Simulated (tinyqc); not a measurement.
One-electron ion in a basis of Gaussians, step by step. One step of it, computed by the program tinyqc.

Question. Generalised eigenproblem. Solve H C = S C e through S^(-1/2); each column has its largest component positive (the first on a tie).

H = T + V (hartree), lower triangle:
```
           1          2         3         4
1  -0.580056
2  -0.390822  -0.826337
3  -0.106180  -0.560823  0.043386
4  -0.019677  -0.186088  0.002003  8.103286
```

S, lower triangle:
```
          1         2         3         4
1  1.000000
2  0.405911  1.000000
3  0.050400  0.405821  1.000000
4  0.004179  0.050388  0.405842  1.000000
```

Give: eigenvalues of S; eigenvalues; coefficients.

Answer.

eigenvalues of S: 0.3867  0.7065  1.2033  1.7035

eigenvalues (hartree): -0.8795  -0.4872  0.5426  9.9228

coefficients:
```
        1        2        3        4
1  0.1358   1.0618   0.2723  -0.0498
2  0.8450  -0.4497  -0.7349   0.1757
3  0.1936  -0.1433   1.0721  -0.5290
4  0.0058  -0.0029   0.0110   1.1056
```

For Z = 4 and l = 2 the exact lowest level is -Z^2/(2 n^2) with n = l + 1: -0.888889 hartree.
